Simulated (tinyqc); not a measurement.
Two-dimensional electron gas with Rashba and Dresselhaus coupling: one step. Scales. Three cases, with inputs chosen for the exercise.

Problem. b1; mean Fermi wave vector k0 = sqrt(2 pi n) (1e11/cm^2 = 1e-5/angstrom^2); E0 = c k0^2/m; b3 = gam k0^2/4; kR = al m/(2c) and ER = al kR/2, the shift and depth of a pure Rashba band.

H = c k^2/m + al (ky sx - kx sy) + b1 (kx sx - ky sy) + gam kx ky (kx sy - ky sx), s the Pauli matrices, x = [100], c = hbar^2/2m0, b1 = gam (pi/L)^2 (hard walls). H = c k^2/m + B.s, so E = c k^2/m -/+ |B| and the lower state has its spin along -B.

Constants: hbar^2/2m0 = 3.80998211 eV angstrom^2.

Give: b1; k0; E0; b3; kR; ER.

Case 1.

Values chosen (of the size met in GaN; the results hold for these values, not for the real material): m = 0.2338 m0 (mass); al = 0.0059 eV angstrom (Rashba constant); gam = 0 eV angstrom^3 (bulk Dresselhaus constant); L = 236 angstrom (width of the (001) well); n = 3 1e11/cm^2 (sheet density (one subband filled)).

Solution.

b1 = 0 eV angstrom
k0 = 0.01373 1/angstrom
E0 = 3.072 meV
b3 = 0 eV angstrom
kR = 0.0001810 1/angstrom
ER = 0.0005340 meV

There is no Dresselhaus term; kR is 1.3 % of k0.

Case 2.

Values chosen (of the size met in GaN; the results hold for these values, not for the real material): m = 0.2039 m0 (mass); al = 0.006 eV angstrom (Rashba constant); gam = 0 eV angstrom^3 (bulk Dresselhaus constant); L = 140 angstrom (width of the (001) well); n = 13 1e11/cm^2 (sheet density (one subband filled)).

Solution.

b1 = 0 eV angstrom
k0 = 0.02858 1/angstrom
E0 = 15.263 meV
b3 = 0 eV angstrom
kR = 0.0001606 1/angstrom
ER = 0.0004817 meV

There is no Dresselhaus term; kR is 0.6 % of k0.

Case 3.

Values chosen (of the size met in GaAs; the results hold for these values, not for the real material): m = 0.0721 m0 (mass); al = 0.027 eV angstrom (Rashba constant); gam = 0 eV angstrom^3 (bulk Dresselhaus constant); L = 233 angstrom (width of the (001) well); n = 7.4 1e11/cm^2 (sheet density (one subband filled)).

Solution.

b1 = 0 eV angstrom
k0 = 0.02156 1/angstrom
E0 = 24.570 meV
b3 = 0 eV angstrom
kR = 0.0002555 1/angstrom
ER = 0.003449 meV

There is no Dresselhaus term; kR is 1.2 % of k0.

Computed by tinyqc, one run a case: `OMP_NUM_THREADS=1 python tinyqc.py N N+1 out.jsonl` with N = 1481845, 1482294, 1482334; one thread of a shared Intel(R) Xeon(R) Processor @ 2.30GHz, about 0.01 s a run at most.
